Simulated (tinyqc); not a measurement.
# Electron-beam lithography: double-Gaussian proximity function, edge placement and dose correction for parallel lines, step by step

A worked calculation. Computed by tinyqc, a small Python program that keeps every step. Command: `OMP_NUM_THREADS=1 python tinyqc.py 3112824 3112825 out.jsonl proximity walk`. One thread of a shared host (Intel(R) Xeon(R) Processor @ 2.30GHz), about 0.01 s of CPU time with the checks. Intermediate numbers are printed to about 6 digits and carried at full precision; extremes and crossings named in words are read from the listed rows.

Lines are infinitely long. Absorbed energy is counted so that the middle of a very large area written at dose 1 receives 1; the resist develops where it exceeds 1/2.

Inputs (values chosen for the exercise, of the order of those for 100 keV electrons in resist on silicon):
```
quantity                               value               unit
forward range alpha                   0.0081         micrometre
backscatter range beta                    29         micrometre
backscatter ratio eta                   0.69                  -
base dose D0                             230  microcoulomb/cm^2
beam current                             1.1                 nA
pixel size                                 4                 nm
width of the test line                  0.28         micrometre
pattern density around the test line    0.19                  -
```

line widths (micrometre): 36  0.08  11  11  6.6

gaps between the lines (micrometre): 0.17  0.17  13  24

Constants: e = 1.602176634e-19 C.

## Layout

The first line starts at x = 0; each next one starts after the width and the gap.

Lines (micrometre):
```
line  left edge  right edge  centre
1          0.00       36.00   18.00
2         36.17       36.25   36.21
3         36.42       47.42   41.92
4         60.42       71.42   65.92
5         95.42      102.02   98.72
```

## Interaction matrix

f(r) = [exp(-r^2/alpha^2)/alpha^2 + eta exp(-r^2/beta^2)/beta^2]/(pi (1 + eta)). A line from a to b at dose d gives E(x) = d [S(alpha) + eta S(beta)]/(1 + eta), S(s) = [erf((b - x)/s) - erf((a - x)/s)]/2. M_ij is the mean of E at the two edges of line i from line j at dose 1.

M:
```
          1         2         3         4         5
1  0.483840  0.000385  0.047059  0.015546  0.000253
2  0.186668  0.296493  0.083131  0.030985  0.000521
3  0.149511  0.000591  0.379216  0.044733  0.001442
4  0.032062  0.000231  0.044733  0.379216  0.015471
5  0.000514  0.000007  0.002205  0.025225  0.347391
```

## Dose correction

Uncorrected edge energies are M 1. Solve M d = 1/2 for the doses d that put the mean edge energy of every line at the threshold.

edge energies at dose 1: 1 0.547083, 2 0.597799, 3 0.575493, 4 0.471713, 5 0.375343

corrected doses: 1 0.91715, 2 0.76231, 3 0.82220, 4 1.08829, 5 1.35368

largest over smallest dose = 1.77576

Line 5 needs the most and line 2 the least; a narrow isolated line much wider than alpha would need 1 + eta = 1.69.

## Printed widths

Edges are the roots of E(x) = 1/2 between a line centre and the middle of the next gap. Three cases: dose 1 everywhere; one common dose equal to the mean of d; the corrected doses.

Width error, printed less drawn (nm):
```
line  drawn width (nm)    dose 1  mean dose  corrected
1                36000   2.35829    2.06907   1.45e-04
2                   80   4.89037    4.58899          0
3                11000   3.74582    3.45367   9.00e-05
4                11000  -1.38204   -1.66243   4.80e-05
5                 6600  -6.36574   -6.69147   1.20e-05
```

With the common mean dose the errors span 11.3 nm. With corrected doses the largest error is below 0.01 nm.

## Dose to size and latitude

A test line of width w << beta in surroundings of density rho, all at dose d: near its edge E(x) = d [S + eta rho]/(1 + eta), S = [erf((b - x)/alpha) - erf((a - x)/alpha)]/2 for edges a and b, the second term being the background energy. Dose to size d_s = (1 + eta)/(erf(w/alpha) + 2 eta rho), dose = d_s D0; edge slope d [1 - exp(-w^2/alpha^2)]/(sqrt(pi) alpha (1 + eta)); width change per 1 % of dose = 2 x 0.01 x (1/2)/slope.

dose to size d_s = 1.33893

dose = 307.954 microcoulomb/cm^2

edge slope = 0.0551838 1/nm

width change per 1 % of dose = 0.181212 nm

background energy = 0.103866

The background supplies 21 % of the threshold.

## Shot noise and writing time

With dose = d_s D0: electrons per pixel N = dose x pixel area/e; relative noise 1/sqrt(N); time per cm^2 of pattern area = dose x density/current; pixel rate = current/(dose x pixel area).

electrons per pixel = 307.536

shot noise = 5.70233 %

writing time per cm^2 = 14.7756 h

pixel rate = 22.3247 MHz

Checks made by the program: corrected edge energies (relative difference below 1e-10).
